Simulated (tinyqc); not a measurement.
Worked calculation: plane-wave Kohn-Sham cycle with exchange-only LDA in a layered model solid. One step of it, computed by the program tinyqc.

Task: Iteration 1: Hamiltonian at one k. H(m,m') = (k + G_m)^2/2 delta + V(G_m - G_m'), with V(-G) = V(G).

A solid whose potential varies along x alone (atomic units):
```
parameter                      value
period a                    4.700000
cross-section of the cell  35.000000
electrons per cell                 2
grid points                       16
plane waves -n..n, n               2
k points                           1
V1 in V1 cos(2 pi x/a)     -0.580000
```

V(G_m), m = 0, 1, 2, ... (hartree): -0.226436  -0.290000  0.000000  0.000000  0.000000

k = 0.000000 2 pi / a

Give: H.

Result:

H (hartree):
```
        -2      -1      +0      +1      +2
-2   3.348  -0.290   0.000   0.000   0.000
-1  -0.290   0.667  -0.290   0.000   0.000
+0   0.000  -0.290  -0.226  -0.290   0.000
+1   0.000   0.000  -0.290   0.667  -0.290
+2   0.000   0.000   0.000  -0.290   3.348
```
